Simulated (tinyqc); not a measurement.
A particle near a wafer in liquid: double-layer and van der Waals forces (DLVO), deposition barrier and removal. Changing the particle radius R. Computed by tinyqc, a small Python program. Command: `OMP_NUM_THREADS=1 python tinyqc.py 3112913 3112914 out.jsonl dlvo sweep`. One thread of a shared host (Intel(R) Xeon(R) Processor @ 2.30GHz), about 0.01 s of CPU time with the checks.

Sphere and flat wall, Derjaguin approximation, constant potentials in the linear-superposition form, no retardation and no hydration force.

Inputs (values chosen for the exercise, of the order of those for ceria on silica in water): Hamaker constant A = 1.8e-20 J; potential of the particle psi_1 = 13 mV; potential of the wafer psi_2 = -22 mV; salt concentration c = 0.0011 mol/L; valence z of the symmetric salt = 1; temperature T = 293 K; dielectric constant of the liquid = 80.2; contact distance h0 = 0.4 nm; contact radius over R = 0.034; viscosity = 0.84 mPa s.

Constants: e = 1.602176634e-19 C; N_A = 6.02214076e+23 1/mol; eps_0 = 8.8541878128e-12 F/m; k_B = 1.380649e-23 J/K; k_B = 8.617333262e-05 eV/K.

Method. kappa^2 = 2 z^2 e^2 N_A (1000 c)/(eps eps_0 k_B T); gamma_i = tanh(z e psi_i/(4 k_B T)); Z = 64 pi eps eps_0 (k_B T/(z e))^2 gamma_1 gamma_2. Adhesion F_a = A R/(6 h0^2) [1 + a^2/(R h0)] - kappa Z R exp(-kappa h0), a the contact radius. Drag in a shear flow F_d = 1.7 x 6 pi mu R^2 G, acting at 1.4 R; rolling starts when 1.4 R F_d = a F_a. Wall shear stress = mu G.

One run for each value:
```
particle radius R (nm)  wall shear stress for rolling (Pa)  net adhesion F_a (pN)     kappa R
5                                                   2922.6             9.6406e+01  5.4404e-01
11                                                  1350.8             2.1567e+02  1.1969e+00
22                                                   696.0             4.4445e+02  2.3938e+00
47                                                   347.6             1.0132e+03  5.1140e+00
100                                                  185.1             2.4429e+03  1.0881e+01
210                                                  109.7             6.3818e+03  2.2850e+01
450                                                   73.1             1.9528e+04  4.8964e+01
950                                                   56.2             6.6964e+04  1.0337e+02
2000                                                  48.3             2.5477e+05  2.1762e+02
```

Over the rows, wall shear stress for rolling (Pa) falls from 2920 to 48.3 (exponent d ln y / d ln x -0.98 between the first rows and -0.21 between the last); net adhesion F_a (pN) rises from 96.4 to 255000 (exponent d ln y / d ln x 1.0 between the first rows and 1.8 between the last); kappa R rises from 0.544 to 218 (exponent d ln y / d ln x about 1.0 throughout). At the low end the exponent of wall shear stress for rolling is -0.98, close to -1: adhesion goes as R and drag as R^2. The smallest particle needs 60.5 times the shear stress of the largest.

Caution (rows 5.00, 11.0, 22.0): kappa R is not large, so the Derjaguin approximation is only rough at gaps of the order of the Debye length.

Extremes, crossings and ranges named in words are read from the listed rows.
